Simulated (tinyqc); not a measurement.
Interface roughness in a thin film (subband fluctuation and scattering): sweeps and comparisons. A value that a table varies takes the place of the one given here.

Square well of width t, barriers V0, c = hbar^2/2m0: E1 solves k t + 2 atan[(k/mz)/(kappa/mb)] = pi, k = sqrt(mz E/c), kappa = sqrt(mb (V0 - E)/c). One interface is rough, so the subband edge fluctuates by G dt with G = |dE1/dt| (central difference of 0.01 angstrom; 2 E1/t for hard walls).

Gaussian roughness spectrum S(q) = pi D^2 Lc^2 exp(-q^2 Lc^2/4). Degenerate gas, taken to fill one subband (the second starts to fill once c kF^2/md exceeds E2 - E1, which is not tested here): kF = sqrt(2 pi Ns/gv), q = 2 kF sin(theta/2), 1/tau = (md/(2 pi c hbar)) G^2 times the integral from 0 to pi of S(q)(1 - cos theta)/eps(q)^2 dtheta, eps(q) = 1 + qs/q with screening (qs = gv md q0/(c eps), q0 = e^2/(4 pi eps0), form factors left out, which overstates the screening; other scattering is left out too, so these values lie far above measured mobilities in all but the thinnest films) or 1 without; mobility = tau c2/md with c2 = e/m0 = 1.75882e15 cm^2/(V s^2); 1e12/cm^2 = 1e-4/angstrom^2.

Constants: hbar^2/2m0 = 3.80998211 eV angstrom^2; hbar = 6.58211957e-16 eV s; e^2/(4 pi eps0) = 14.39964547 eV angstrom.

Values chosen for the exercise (near those of a thin GaN channel; the results hold for these values, not for the real material):
- mz = 0.199 m0 (confinement mass)
- V0 = 1.97 eV (barrier)
- mb = 0.31 m0 (barrier mass)
- md = 0.196 m0 (mass in the plane)
- gv = 1 (valleys)
- D = 1.5 angstrom (rms height of the roughness)
- Lc = 50 angstrom (correlation length)
- Ns = 4.3 x 1e12/cm^2 (sheet density)
- eps = 9.8 (mean dielectric constant at the channel)
- ts = (20, 25, 31, 36, 45, 58, 76) angstrom (thicknesses)
- t = 36 angstrom (film thickness)
- Ll = (4, 8, 14, 22, 35, 55, 90) angstrom (correlation lengths)

## The sixth-power law

Screened mobility against thickness for the finite barrier and for hard walls.

Results:
```
t (angstrom)  E1 (meV)  G (meV/angstrom)  mobility (cm^2/(V s))  the same, hard walls
20               245.0            17.639               7.43e+03              1.04e+03
25               175.9            10.738               2.00e+04              3.95e+03
31               125.7             6.484               5.50e+04              1.44e+04
36                98.6             4.506               1.14e+05              3.52e+04
45                67.8             2.571               3.50e+05              1.34e+05
58                43.7             1.328               1.31e+06              6.16e+05
76                26.9             0.643               5.60e+06              3.12e+06
```

With hard walls G goes as 1/t^3 and the mobility as t^6. With the finite barrier the local exponent is 4.45 at the thin end and 5.37 at the thick end, since the envelope leaks out and softens the dependence. The least value is 7.43e+03 cm^2/(V s). The gate field, which also presses carriers to the interface, is left out. Up to t = 20 angstrom G D exceeds half of EF - E1, where the Born rate fails.

## Correlation length

Fixed D; bare and screened mobility.

Results:
```
Lc (angstrom)  kF Lc  bare mobility (cm^2/(V s))  screened mobility (cm^2/(V s))
4               0.21                    1.03e+05                        3.61e+05
8               0.42                    2.84e+04                        1.00e+05
14              0.73                    1.20e+04                        4.32e+04
22              1.14                    8.31e+03                        3.14e+04
35              1.82                    1.03e+04                        4.69e+04
55              2.86                    1.94e+04                        1.48e+05
90              4.68                    3.45e+04                        5.28e+05
```

The bare mobility is lowest at Lc = 22 angstrom of those listed (kF Lc = 1.14). The screened mobility is lowest at Lc = 22 angstrom of those listed (kF Lc = 1.14). Short roughness averages out (mobility as 1/Lc^2; the first two rows give exponent -1.86), and long roughness deflects only by small angles (bare mobility rising as Lc; the last two rows give 1.17).

## What each parameter does

G, G D, and the screened mobility. Each row changes one parameter from the base and keeps the others.

Results:
```
case                   G (meV/angstrom)  G D (meV)  mobility (cm^2/(V s))
base                              4.506       6.76              1.138e+05
t = 32 angstrom                   6.007       9.01              6.405e+04
D = 1.95 angstrom                 4.506       8.79              6.736e+04
Lc = 58 angstrom                  4.506       6.76              1.707e+05
Ns = 6.88 x 1e12/cm^2             4.506       6.76              2.578e+05
mz = 0.229 m0                     4.192       6.29              1.315e+05
md = 0.225 m0                     4.506       6.76              1.017e+05
V0 = 1.38 eV                      4.069       6.10              1.396e+05
eps = 11.8                        4.506       6.76              9.259e+04
```

The largest shifts from the base row, up to three for each result and ties (the steps differ in size, so this ranks the rows, not the parameters). G (meV/angstrom): t +1.501, V0 -0.437, mz -0.314; unchanged at the printed digits by D, Lc, Ns, md and eps. G D (meV): t +2.25, D +2.03, V0 -0.65; unchanged at the printed digits by Lc, Ns, md and eps. mobility (cm^2/(V s)): Ns +1.44e+05, Lc +5.69e+04, t -4.98e+04. In the base case G D is 0.13 times EF - E1 = 52.5 meV.

tinyqc: `OMP_NUM_THREADS=1 python tinyqc.py 1282067 1282068 out.jsonl`; about 0.01 s, one thread, shared Intel(R) Xeon(R) Processor @ 2.30GHz.
